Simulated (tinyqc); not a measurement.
On-chip power grid, static voltage drop by conjugate gradients: two steps of the calculation.

A grid of 4 rows and 3 columns, node k = 3 row + column. Neighbours in a row are joined by Rx, in a column by Ry; pad nodes, which reach the supply through Rp: 0, 2, 9, 11. Each node draws I0, node 9 draws kh I0. The drops u = Vdd - V solve G u = i, with G the conductance matrix (1/Rp added on the diagonal at pad nodes).

Inputs (values chosen for the exercise):
- Rx = 0.19 ohm (resistance of a horizontal segment)
- Ry = 1.4 ohm (resistance of a vertical segment)
- Rp = 0.13 ohm (resistance from a pad node to the supply)
- I0 = 1.8 mA (load current of an ordinary node)
- kh = 1 (factor on the load at the hot node)

Task 1. Diagonal of G, loads and first direction. G_kk = sum of the conductances at node k. Start u = 0, so the residual is r = i; p = r.

Wanted: G_kk; r at the start; p at the start.

Result 1.

G_kk (S):
```
       col 0  col 1  col 2
row 0  13.67  11.24  13.67
row 1  6.692  11.95  6.692
row 2  6.692  11.95  6.692
row 3  13.67  11.24  13.67
```

r at the start (mA):
```
       col 0  col 1  col 2
row 0  1.800  1.800  1.800
row 1  1.800  1.800  1.800
row 2  1.800  1.800  1.800
row 3  1.800  1.800  1.800
```

p at the start (mA):
```
       col 0  col 1  col 2
row 0  1.800  1.800  1.800
row 1  1.800  1.800  1.800
row 2  1.800  1.800  1.800
row 3  1.800  1.800  1.800
```

Task 2. Conjugate-gradient step. q = G p; a = (r.r)/(p.q); u(new) = u + a p; r(new) = r - a q; b = (r.r)(new)/(r.r); p(new) = r(new) + b p.

u after iteration 1 (mV):
```
            col 0       col 1       col 2
row 0  0.70200000  0.70200000  0.70200000
row 1  0.70200000  0.70200000  0.70200000
row 2  0.70200000  0.70200000  0.70200000
row 3  0.70200000  0.70200000  0.70200000
```

r after iteration 1 (mA):
```
            col 0      col 1       col 2
row 0  -3.6000000  1.8000000  -3.6000000
row 1   1.8000000  1.8000000   1.8000000
row 2   1.8000000  1.8000000   1.8000000
row 3  -3.6000000  1.8000000  -3.6000000
```

p after iteration 1 (mA):
```
           col 0      col 1      col 2
row 0  0.0000000  5.4000000  0.0000000
row 1  5.4000000  5.4000000  5.4000000
row 2  5.4000000  5.4000000  5.4000000
row 3  0.0000000  5.4000000  0.0000000
```

Wanted: q; a; u after iteration 2; r after iteration 2; b; p after iteration 2.

Result 2.

q (mA S):
```
         col 0   col 1    col 2
row 0  -32.278  56.842  -32.278
row 1    3.857   0.000    3.857
row 2    3.857   0.000    3.857
row 3  -32.278  56.842  -32.278
```

a = 0.11153 ohm

u after iteration 2 (mV):
```
        col 0   col 1   col 2
row 0  0.7020  1.3043  0.7020
row 1  1.3043  1.3043  1.3043
row 2  1.3043  1.3043  1.3043
row 3  0.7020  1.3043  0.7020
```

r after iteration 2 (mA):
```
        col 0    col 1   col 2
row 0  0.0000  -4.5396  0.0000
row 1  1.3698   1.8000  1.3698
row 2  1.3698   1.8000  1.3698
row 3  0.0000  -4.5396  0.0000
```

b = 0.70990

p after iteration 2 (mA):
```
        col 0    col 1   col 2
row 0  0.0000  -0.7062  0.0000
row 1  5.2033   5.6335  5.2033
row 2  5.2033   5.6335  5.2033
row 3  0.0000  -0.7062  0.0000
```

Numbers from tinyqc (`OMP_NUM_THREADS=1 python tinyqc.py 2770216 2770217 out.jsonl`; about 0.07 s on one thread of a shared Intel Xeon 2.30GHz).
